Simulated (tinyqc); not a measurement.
The integration grid: Kohn-Sham B3LYP on finer and finer grids in the sto-3g basis, for BeH2, spin multiplicity 1. Computed by the program tinyqc with PySCF. Command: `OMP_NUM_THREADS=1 python tinyqc.py 112969 112970 out.jsonl`; one thread of a shared host (Intel(R) Xeon(R) Processor @ 2.60GHz), about 5 s.

Geometry (angstrom):

| atom | x | y | z |
|---|---|---|---|
| Be | 0.0000 | 0.0000 | 0.0000 |
| H | 0.0000 | 1.5140 | 0.0340 |
| H | 0.0000 | -1.5140 | 0.0340 |

Self-consistent on each grid; the net force on the molecule should vanish.

Kohn-Sham energy on Becke grids (radial x angular points per atom):

| grid | points | residual of the electron count | E (hartree) | E - finest (mhartree) | largest net force without grid terms (hartree/bohr) |
|---|---|---|---|---|---|
| 10 x 14 | 408 | 5.28e-02 | -15.73058 | -44.09841 | 1.70e-03 |
| 15 x 26 | 1154 | 3.84e-04 | -15.68005 | 6.42964 | 1.99e-04 |
| 20 x 50 | 2982 | -3.80e-04 | -15.68658 | -0.10133 | 3.49e-04 |
| 30 x 86 | 7708 | -2.90e-04 | -15.68645 | 0.02909 | 6.48e-05 |
| 50 x 194 | 29054 | -1.01e-05 | -15.68648 | 0.00431 | 6.99e-06 |
| 75 x 302 | 67850 | 7.57e-07 | -15.68648 | -0.00027 | 4.71e-07 |
| 120 x 590 | 212046 | 1.63e-09 | -15.68648 | 0.00000 | 2.10e-09 |

The energy is within 0.1 mhartree of the finest grid first at 30 x 86. The error has both signs, since quadrature is not variational. The electron count and the net force are cheap signs of a poor grid.
